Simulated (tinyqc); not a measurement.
Trap density from the leakage.

Question. Trap-assisted leakage is J = q Nt times the integral over x of the rate through one trap. Find Nt, the areal density Nt t and the mean in-plane spacing (Nt t)^(-1/2).

Parameters, values chosen for the exercise:
- t = 7.9 nm (thickness)

Constants: q = 1.602176634e-19 C. Results are converted to the units shown.

J = 1.0796117e-10 A/cm^2
integral of the rate over x = 0.0014038346 nm/s

Answer. J is proportional to Nt.

Nt = 4.80e18 cm^-3
Nt t = 3.79e12 cm^-2
in-plane spacing = 5.14 nm

tinyqc, about 0.03 s, one thread, Intel Xeon 2.30GHz (shared host): `OMP_NUM_THREADS=1 python tinyqc.py 2370077 2370078 out.jsonl`
